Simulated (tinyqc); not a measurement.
Changing the temperature T: thermal and gravitational stress in a wafer during furnace and rapid thermal processing, and the onset of slip. Computed by tinyqc, a small Python program. Command: `OMP_NUM_THREADS=1 python tinyqc.py 3029117 3029118 out.jsonl slip sweep`. One thread of a shared host (Intel(R) Xeon(R) Processor @ 2.30GHz), about 0.01 s of CPU time with the checks.

A thin free disc in plane stress, isotropic; T(r) = T_centre + dT (r/R)^n with n = 2. Stress is positive in tension; sigma_SB = 5.670374419e-8 W/(m^2 K^4), g = 9.80665 m/s^2.

Inputs (values chosen for the exercise, modelled on silicon):

| quantity | value | unit |
|---|---|---|
| wafer radius R | 150 | mm |
| thickness t | 775 | micrometre |
| Young's modulus E | 153 | GPa |
| expansion alpha | 4.29 | 1e-6/K |
| edge less centre temperature dT | 25 | K |
| prefactor A of the critical stress | 0.00049 | MPa |
| energy U of the critical stress | 0.987 | eV |
| density rho | 2330 | kg/m^3 |
| heat capacity c | 968 | J/(kg K) |
| conductivity k | 28.4 | W/(m K) |
| wafer spacing s | 9.6 | mm |
| ramp rate | 6.6 | K/min |

Temperature profile: parabolic.

Constants: k_B = 8.617333262e-05 eV/K.

Method:
- With x = r/R: s_rr = alpha E dT (1 - x^n)/(n + 2), s_tt = alpha E dT [1 - (n + 1) x^n]/(n + 2).
- Critical resolved stress tau_c = A exp(U/(k_B T)), a form chosen for the exercise; slip when 0.492799 |s_tt(R)| > tau_c; allowed |dT| = tau_c (n + 2)/(0.492799 n alpha E).
- In a stack heated from the rim, heat flows inward by conduction and by radiation between wafers: k_eff = k + (16/3) sigma_SB T^3 s^2/t (a diffusion estimate with the spacing as path length). A steady ramp gives the parabolic lag dT = rho c (ramp) R^2/(4 k_eff); the allowed ramp uses n = 2.

One run for each value:

| temperature T (K) | critical stress tau_c (MPa) | allowed \|dT\| (K) | allowed ramp rate (K/min) | resolved over critical stress |
|---|---|---|---|---|
| 1000 | 46.18 | 285.5 | 86.92 | 0.088 |
| 1070 | 21.83 | 135.0 | 46.25 | 0.185 |
| 1140 | 11.31 | 70.0 | 27.02 | 0.357 |
| 1280 | 3.77 | 23.3 | 11.45 | 1.072 |
| 1340 | 2.53 | 15.6 | 8.49 | 1.601 |
| 1410 | 1.65 | 10.2 | 6.24 | 2.447 |
| 1480 | 1.13 | 7.0 | 4.77 | 3.594 |
| 1550 | 0.79 | 4.9 | 3.77 | 5.097 |

Give the missing row, temperature T (K) = 1210.

Computed row; columns: (1) temperature T (K); (2) critical stress tau_c (MPa); (3) allowed |dT| (K); (4) allowed ramp rate (K/min); (5) resolved over critical stress:
```
(1)    (2)   (3)    (4)    (5)
1210  6.33  39.1  17.04  0.639
```

Interpolating between the two neighbouring rows (linearly) misses most in allowed |dT| (K), by 19 %. Over the rows, critical stress tau_c (MPa) falls from 46.2 to 0.793 (exponent d ln y / d ln x -11 between the first rows and -7.6 between the last); allowed |dT| (K) falls from 286 to 4.90 (exponent d ln y / d ln x -11 between the first rows and -7.6 between the last); allowed ramp rate (K/min) falls from 86.9 to 3.77 (exponent d ln y / d ln x -9.3 between the first rows and -5.1 between the last).

Caution (rows 1000): at lower temperature the exponential form overstates the strength: fracture from edge flaws comes first.
